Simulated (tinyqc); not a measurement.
Capacitance measurement on a leaky thin oxide: effects of series resistance and leakage: one step of the calculation.

The device is a capacitance C in parallel with a leakage conductance G, in series with Rs and Ls. An impedance meter reports either a parallel pair (Cp, Gp) from Y = 1/Z = Gp + i w Cp or a series pair (Cs, Rm) from Z = Rm + 1/(i w Cs); w = 2 pi f, dissipation D = Gp/(w |Cp|).

Problem. True capacitance and conductance. EOT = 3.9 tox/eox; CET = EOT + zc + zp; C = 3.9 eps0 A/CET; G = Jg A/Vs.

Values chosen for this exercise; values of the order met in thin-oxide MOS capacitors: relative permittivity of the gate insulator (close to zirconium oxide) eox = 24.8; insulator thickness tox = 9 nm; gate area A = 10000 um^2; oxide-equivalent thickness added by the accumulation layer zc = 0.32 nm; oxide-equivalent thickness added by gate depletion zp = 0 nm; gate leakage current density, not matched to the thickness Jg = 1.4 A/cm^2; voltage for an e-fold rise of the leakage Vs = 0.43 V.

Constants: eps0 = 8.8541878128e-14 F/cm where lengths are in cm. Results are converted to the units shown.

Find: EOT; CET; C; G.

Solution.

EOT = 1.4153 nm
CET = 1.7353 nm
C = 198.99 pF
G = 325.58 uS

Computed by the program tinyqc: `OMP_NUM_THREADS=1 python tinyqc.py 2022127 2022128 out.jsonl`, one thread of a shared Intel Xeon 2.30GHz, about 0.01 s for the whole run.
